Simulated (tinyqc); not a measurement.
## The weight eta from points of equal mobility

Question. If the mobility depends on E = q (Ndep + eta Ns)/(eps0 eps_r) alone, two points of equal mobility on its falling branch have equal E. Find eta and E.

Parameters, values chosen for the exercise: relative permittivity of the semiconductor eps_r = 11.6.

Constants: q = 1.602176634e-19 C, eps0 = 8.8541878128e-14 F/cm where lengths are in cm. Results are converted to the units shown.

Ndep at two body biases (cm^-2): [2.6543823e12, 4.3332528e12]
Ns at which the mobility is the same (cm^-2): [1.3e13, 8.9051939e12]

Answer. eta is the ratio of the differences of Ndep and Ns.

eta = 0.410
E = 1.25 MV/cm

Program tinyqc, `OMP_NUM_THREADS=1 python tinyqc.py 2510167 2510168 out.jsonl`; Intel Xeon 2.30GHz, shared host, one thread, about 0.01 s.
